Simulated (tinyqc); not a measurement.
Precursor delivery by bubblers, mass-transport growth and the solid composition of a III-V alloy: one step, computed by the program tinyqc. Command: `OMP_NUM_THREADS=1 python tinyqc.py 3021613 3021614 out.jsonl movpe_thermo walk`. One thread of a shared host (Intel(R) Xeon(R) Processor @ 2.30GHz), about 0.02 s of CPU time with the checks.

1 sccm = 44.615 micromol/min; 1 torr = 133.322 Pa. The sources decompose fully at the surface.

Task: Solid composition. At high V/III the group-V pressures at the surface equal those supplied, as dimers: p_D2/p_C2 = x_v/(1 - x_v). Equilibrium of the solid AC(1-x)D(x), A standing for the mix of both group-III metals: ln[x/(1 - x)] + L0 (1 - 2x)/(R T) = -dG_x/(R T) + (1/2) ln[x_v/(1 - x_v)]. Growth rate = rate per torr x (p_1 + p_2). Sensitivity dx/dx_v = [1/(2 x_v (1 - x_v))]/[1/(x (1 - x)) - 2 L0/(R T)].

Inputs (values chosen for the exercise, modelled on triethylgallium (source 1) and trimethylindium (source 2) for the vapour pressures):

| quantity | value | unit |
|---|---|---|
| bath temperature T1 | 284 | K |
| bath temperature T2 | 301 | K |
| growth temperature T | 950 | K |
| flow cross-section A | 78 | cm^2 |
| interaction L0 of the solid | 10.8 | kJ/mol |
| vapour fraction x_v of D among the group-V sources | 0.27 | - |
| exchange energy dG_x of AC + (1/2) D2 -> AD + (1/2) C2 | 3.8 | kJ/mol |

Alloy: mixing on the group-V sites.

growth rate per torr of group III = 147.2337 micrometre/(h torr)

p_1 = 0.003657995 torr

p_2 = 0.02164907 torr

Constants: R = 8.314462618 J/(mol K).

Give: solid fraction x; distribution coefficient x/x_v; dx/dx_v; growth rate.

Result:

solid fraction x = 0.1163

distribution coefficient x/x_v = 0.4309

dx/dx_v = 0.3628

growth rate = 3.726 micrometre/h

The solid is poorer in D than the vapour. The growth rate is set by group III alone. Caution: the boundary layer is a quarter or more of the root of the cross-section, so it fills much of the channel and depletion along the flow matters.
